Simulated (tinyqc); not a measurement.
Bond length: bond-orbital model of a tetrahedral semiconductor (Harrison's universal couplings).

Hybrid level eh = (es + 3 ep)/4; metallic energy V1 = (ep - es)/4 for each atom; covalent energy V2 = 3.22 hbar^2/(m d^2); polar energy V3 = (ehc - eha)/2; hbar^2/m = 2c, c = hbar^2/2m0. Polarity ap = V3/sqrt(V2^2 + V3^2), covalency ac = V2/sqrt(V2^2 + V3^2). p-p coupling at Gamma Exx = (4/3)(2.22 - 2 x 0.63) hbar^2/(m d^2) = 1.28 hbar^2/(m d^2), s-s coupling Ess = 4 x 1.32 hbar^2/(m d^2).

Constants: hbar^2/2m0 = 3.80998211 eV angstrom^2.

Values chosen for the exercise (near tabulated values for diamond; the model gives trends, and its gaps can be far from the real ones; not measured data): esc = -19.23 eV (s level, cation); epc = -11.23 eV (p level, cation); esa = -19.23 eV (s level, anion); epa = -11.23 eV (p level, anion); d = 1.54 angstrom (bond length); Z = 4 (valence electrons of the anion).

d is scaled; levels stay. E0 is the s-like conduction level less Ev at Gamma (Ess = 5.28 u, Exx = 1.28 u); Z* = 4 ap - (Z - 4).

Against d:
```
d/d0  V2 (eV)      ap     Z*  Ev (eV)  E0 (eV)
0.94   11.709  0.0000  0.000  -15.884   15.854
0.96   11.226  0.0000  0.000  -15.693   14.870
0.98   10.772  0.0000  0.000  -15.512   13.946
0.99   10.556  0.0000  0.000  -15.426   13.505
1.00   10.346  0.0000  0.000  -15.343   13.077
1.01   10.142  0.0000  0.000  -15.262   12.662
1.02    9.944  0.0000  0.000  -15.183   12.259
1.04    9.565  0.0000  0.000  -15.032   11.487
```

Compression raises V2 and E0: dE0/d ln(volume) = -14.05 eV, of which the valence band gives -2.74. The bond stays non-polar.

tinyqc: `OMP_NUM_THREADS=1 python tinyqc.py 1451884 1451885 out.jsonl`; about 0.01 s, one thread, shared Intel(R) Xeon(R) Processor @ 2.30GHz.
